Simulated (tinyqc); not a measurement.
Global model of a low-pressure process discharge: electron temperature, density, ion flux and ion energy: one step, computed by the program tinyqc.

Maxwellian electrons with temperature T_e in eV, one positive ion, no negative ions, uniform bulk density n; rate constants have the Arrhenius form.

Question. Geometry factors. n_g = p/(k_B T_g); lambda_i = 1/(n_g sigma); h_L = 0.86/sqrt(3 + L/(2 lambda_i)), h_R = 0.8/sqrt(4 + R/lambda_i); A_eff = 2 pi R^2 h_L + 2 pi R L h_R; d_eff = pi R^2 L/A_eff.

Inputs (values chosen for the exercise, of the order of those of an inductive discharge in a simple atomic gas): ion-neutral cross section = 8.6e-19 m^2; pressure p = 0.87 Pa; gas temperature T_g = 500 K; radius R = 8.1 cm; height L = 11 cm.

Constants: k_B = 1.380649e-23 J/K.

Give: gas density n_g; ion mean free path; h_L; h_R; A_eff; d_eff.

Answer.

gas density n_g = 1.260e+20 1/m^3

ion mean free path = 0.9226 cm

h_L = 0.2873

h_R = 0.2238

A_eff = 243.7 cm^2

d_eff = 9.303 cm
